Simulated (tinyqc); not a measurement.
Lorentz oscillators and the Kramers-Kronig relations, step by step. Values are carried at full precision from step to step, so a last printed digit may differ when a step is redone from the rounded ones.

eps(E) = 1 + sum_j S_j/(E0_j^2 - E^2 - i G_j E).

Constants: hbar c = 1973.269805 eV angstrom; hbar^2/2m0 = 3.80998211 eV angstrom^2; e^2/(4 pi eps0) = 14.39964547 eV angstrom.

Inputs chosen for the exercise (line positions loosely like those of HfO2; Lorentz tails absorb below the gap, where the real solid is clear; the results hold for these values, not for the real material): E0 = (6.51, 8.68, 11.85) eV (resonances); G = (0.85, 1.56, 4.39) eV (widths); S = (28, 85.3, 139.1) eV^2 (strengths); E = 12.13 eV (photon energy); h = 1 eV (grid step); M = 36 (grid points E_j = j h); i = 16 (grid index at which eps1 is wanted).

## Dielectric function at one energy

Evaluate each oscillator and the sum.

terms: [-0.2647+0.0261i, -1.1109+0.2928i, -0.3242+2.5713i]

eps(E) = -0.6999+2.8902i
eps(0) = 3.7834

## Optical constants

n + i k = sqrt(eps1 + i eps2) with k >= 0; R = ((n - 1)^2 + k^2)/((n + 1)^2 + k^2) at normal incidence from vacuum; alpha = 2 E k/(hbar c), times 1e8 for 1/cm; loss function Im(-1/eps) = eps2/(eps1^2 + eps2^2).

Convert eps at the photon energy E into the optical constants.

n = 1.0663
k = 1.3553
R = 0.3015
alpha = 1.67e+06 1/cm
loss function = 0.3268
vacuum wavelength hc/E (hc = 1239.841984 eV nm) = 102.2 nm

The intensity falls to 1/e within 6 nm. eps1 is negative, so k exceeds n, as in a metal below its plasma energy; R is 0.30.

## Absorptive part on the grid

Tabulate eps2 at E_j = j h.

eps2(E_j), j = 1 .. M: [0.0693, 0.1498, 0.2590, 0.4388, 0.8493, 2.9445, 3.7079, 4.8044, 6.4443, 3.3479, 3.1364, 2.9710, 2.1563, 1.3830, 0.8949, 0.6065, 0.4309, 0.3188, 0.2437, 0.1914, 0.1536, 0.1256, 0.1042, 0.0876, 0.0745, 0.0640, 0.0555, 0.0484, 0.0426, 0.0376, 0.0335, 0.0299, 0.0269, 0.0242, 0.0219, 0.0199]

## eps1 at one grid point

Kramers-Kronig: eps1(E) = 1 + (2/pi) P integral_0^infinity E1 eps2(E1)/(E1^2 - E^2) dE1. Maclaurin rule on the grid E_j = j h, j = 1 .. M: eps1(E_i) = 1 + (4 h/pi) sum over j with j - i odd of E_j eps2(E_j)/(E_j^2 - E_i^2); nothing is added above E_M.

List the terms E_j eps2_j/(E_j^2 - E_i^2) for j - i odd, add them and form eps1.

terms in order of j (1/eV): [-0.0003, -0.0031, -0.0184, -0.1254, -0.3314, -0.2556, -0.3222, -0.4330, 0.2220, 0.0441, 0.0174, 0.0088, 0.0051, 0.0032, 0.0021, 0.0015, 0.0011, 0.0008]

sum = -1.183 1/eV
eps1(E_i) = -0.507

The oscillator formula gives -0.473 at E_i = 16 eV. The rule samples every 2h = 2 eV against a narrowest width of 0.85 eV and stops at 36 eV; coarse sampling and the missing tail make the difference.

## The f-sum on the grid

W(E_M) = (2/pi) h sum_j E_j eps2_j, with half weight on the last point; the full integral equals sum S_j = (hbar omega_p)^2, and the electron density follows from (hbar omega_p)^2 = 8 pi c (e^2/(4 pi eps0)) N with c = hbar^2/2m0.

W(E_M) = 233.60 eV^2
sum S = 252.40 eV^2
share reached on this grid (a step near the line widths can inflate it) = 0.926
hbar omega_p = 15.887 eV
N = 1.83e+23 1/cm^3

## Checks

- The value of eps1 at 12.183 eV from a fine, long grid (with the tail of eps2 ~ 1/E^3 added) against the oscillator formula: both -0.736.

Computed by tinyqc, a small Python program: `OMP_NUM_THREADS=1 python tinyqc.py 1680518 1680519 out.jsonl` (the numbers bound the seed that draws the inputs); one thread of a shared host (Intel(R) Xeon(R) Processor @ 2.30GHz), about 0.2 s for the whole set of steps.
